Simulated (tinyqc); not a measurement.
What moves the optical constants: free-carrier optics of a doped semiconductor (Drude model with one polar phonon).

eps(E) = ei [1 - Ep^2/(E^2 + i E Gam)] + (es - ei) wT^2/(wT^2 - E^2 - i E gT), with Ep^2 = 8 pi c (e^2/(4 pi eps0)) N/(m ei), c = hbar^2/2m0, N in 1/angstrom^3 (1e-24 per 1/cm^3); Gam = hbar/tau, tau = mu m m0/e with m0/e = 5.685630e-12 kg/C and mu in m^2/(V s). Energies in meV.

n + i k = sqrt(eps1 + i eps2) with k >= 0; R = ((n - 1)^2 + k^2)/((n + 1)^2 + k^2) at normal incidence from vacuum; alpha = 2 E k/(hbar c), times 1e8 for 1/cm; loss function Im(-1/eps) = eps2/(eps1^2 + eps2^2).

Constants: hbar^2/2m0 = 3.80998211 eV angstrom^2; e^2/(4 pi eps0) = 14.39964547 eV angstrom; hbar = 6.58211957e-16 eV s; hbar c = 1973.269805 eV angstrom.

Values chosen for the exercise (mass and dielectric values near those of InP; N and mu are free inputs; interband absorption and the rise of the mass with filling are left out; the results hold for these values, not for the real material):
- N = 1.5e+18 1/cm^3 (carrier density)
- m = 0.082 m0 (conductivity mass)
- mu = 2900 cm^2/(V s) (mobility)
- ei = 9.38 (high-frequency dielectric constant)
- wT = 37 meV (TO phonon)
- es = 12.18 (static dielectric constant)
- gT = 0.3 meV (phonon damping)
- E = 41.2 meV (photon energy)

At the energy E.

Results for these values:

| case | Ep (meV) | Gam (meV) | R | alpha (1/cm) |
|---|---|---|---|---|
| base | 51.86 | 4.87 | 0.9434 | 1.72e+04 |

What happens to each result for E = 49.4 meV, all else kept?

Answer: Ep does not change at the printed digits; Gam does not change at the printed digits; R falls from 0.9434 to 0.8352; alpha falls from 1.72e+04 to 1.06e+04.

The same for each parameter in turn:

| case | Ep (meV) | Gam (meV) | R | alpha (1/cm) |
|---|---|---|---|---|
| base | 51.86 | 4.87 | 0.9434 | 1.72e+04 |
| N = 2.25e+18 1/cm^3 | 63.51 | 4.87 | 0.9528 | 2.06e+04 |
| m = 0.0984 m0 | 47.34 | 4.06 | 0.9463 | 1.59e+04 |
| mu = 1740 cm^2/(V s) | 51.86 | 8.11 | 0.9148 | 1.71e+04 |
| ei = 9.85 | 50.60 | 4.87 | 0.9322 | 1.59e+04 |
| E = 49.4 meV | 51.86 | 4.87 | 0.8352 | 1.06e+04 |

Run: tinyqc, `OMP_NUM_THREADS=1 python tinyqc.py 1680206 1680207 out.jsonl`; Intel(R) Xeon(R) Processor @ 2.30GHz, one thread, shared host; about 0.01 s of CPU time with all checks.
